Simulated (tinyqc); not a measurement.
Line constants from open and short measurements.

Question. A uniform line of length len, under a quarter wavelength, has Z_open = Zc coth(gamma len) and Z_short = Zc tanh(gamma len); gamma Zc = r + i w l and gamma/Zc = g + i w c, w = 2 pi f. Find r, l and c.

Inputs (values chosen for the exercise):

| symbol | value | unit | meaning |
|---|---|---|---|
| len | 0.44 | mm | length |
| f | 0.74 | GHz | frequency |

Zin with the far end open = 29.9603-2960.7395i ohm
Zin with the far end shorted = 1.0545951+0.4135804i ohm

Answer. The product of the two impedances is Zc^2 and their ratio tanh^2(gamma len); the principal branch holds below a quarter wavelength.

r = 2.397 ohm/mm
l = 0.2022 nH/mm
c = 165.1 pF/m

Computed by the program tinyqc: `OMP_NUM_THREADS=1 python tinyqc.py 2810176 2810177 out.jsonl`, one thread of a shared Intel Xeon 2.30GHz, about 0.01 s for the whole run.
